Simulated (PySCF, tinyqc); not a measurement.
Orbital energy against energy difference: ionisation energy by orbital energies and by energy differences in the 6-31g* basis, for Be, spin multiplicity 1. Computed by the program tinyqc with PySCF. The cation is unrestricted; errors are against CCSD(T) in this basis, not against experiment.

Geometry (angstrom):

| atom | x | y | z |
|---|---|---|---|
| Be | 0.0000 | 0.0000 | 0.0000 |

CCSD(T) difference in the same basis = 9.1884 eV

IP-EOM-CCSD = 9.1901 eV

First vertical ionisation energy (eV):

| method | -e(HOMO) | E(cation) - E | error of -e(HOMO) | error of the difference |
|---|---|---|---|---|
| HF | 8.199 | 7.92813 | -0.990 | -1.260 |
| LDA | 5.328 | 8.94119 | -3.861 | -0.247 |
| PBE | 5.377 | 8.94022 | -3.811 | -0.248 |
| B3LYP | 6.090 | 9.04926 | -3.099 | -0.139 |
| PBE0 | 6.278 | 8.90938 | -2.910 | -0.279 |
| CAM-B3LYP | 7.469 | 9.04689 | -1.719 | -0.141 |
| LC-wPBE | 8.767 | 8.97834 | -0.421 | -0.210 |

What does the comparison show, and why?

Koopmans errs by -0.99 eV and Delta-HF by -1.26 eV: relaxation, 0.27 eV, lowers the value and the missing correlation difference works against it. The PBE level is off by -3.8 eV through the wrong tail of its potential, though its energy difference is off by -0.25 eV; exact exchange deepens the level, and among the orbital energies LC-wPBE comes closest; among the differences B3LYP does. The restricted reference is unstable here: a spin-polarised solution lies 0.0006 hartree lower (PySCF), so results built on it describe a poor reference.
